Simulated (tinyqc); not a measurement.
Frequency dispersion of an accumulation capacitance by border traps, distributed model: one step of the calculation.

Traps spread evenly through the insulator exchange electrons with the semiconductor by tunnelling, with tau(x) = t0 exp(2 ka x) at depth x from the interface. The admittance per area Y seen at depth x obeys dY/dx = -Y^2/(i w eps0 eox) + q Nb ln(1 + i w tau)/tau, with Y(0) = i w Cs and w = 2 pi f; the gate sees Y(tox) = G + i w C. Working variable y = Y/(i w), in uF/cm^2. Cox = eps0 eox/tox.

Task. Midpoint steps through the active depth. In terms of y: dy/dx = -y^2/(eps0 eox) + s(x), s = q Nb ln(1 + z)/z, z = i w tau. 10 midpoint steps of h = xe/10: y_half = y + (h/2) y'(x, y), y(new) = y + h y'(x + h/2, y_half).

Inputs (values chosen for the exercise); permittivity close to that of zirconium oxide: relative permittivity of the insulator eox = 22.1; semiconductor capacitance in accumulation Cs = 1 uF/cm^2; density of border traps Nb = 6.9e18 cm^-3 eV^-1; decay constant of the wave function in the insulator ka = 5.1 1/nm; time constant of a trap at the interface t0 = 3e-11 s; frequency f = 1000 Hz; depth down to which the steps are taken xe = 2 nm.

Constants: q = 1.602176634e-19 C, eps0 = 8.8541878128e-14 F/cm where lengths are in cm. Results are converted to the units shown.

Find: x; s; y.

Result.

x, point 0 to 10 (nm): [0, 0.2000, 0.4000, 0.6000, 0.8000, 1.000, 1.200, 1.400, 1.600, 1.800, 2.000]
s, point 0 to 10 (uF/(cm^2 nm)): [0.1106+0.0000i, 0.1106+0.0000i, 0.1106+0.0000i, 0.1106+0.0000i, 0.1106+0.0000i, 0.1105-0.0003i, 0.1105-0.0022i, 0.1074-0.0159i, 0.0557-0.0442i, 0.0094-0.0179i, 0.0013-0.0040i]
y, point 0 to 10 (uF/cm^2): [1.000+0.000i, 1.012+0.000i, 1.023+0.000i, 1.035+0.000i, 1.046+0.000i, 1.056+0.000i, 1.067+0.000i, 1.077-0.001i, 1.084-0.008i, 1.077-0.014i, 1.066-0.016i]

Program tinyqc, `OMP_NUM_THREADS=1 python tinyqc.py 2202132 2202133 out.jsonl`; Intel Xeon 2.30GHz, shared host, one thread, about 0.3 s.
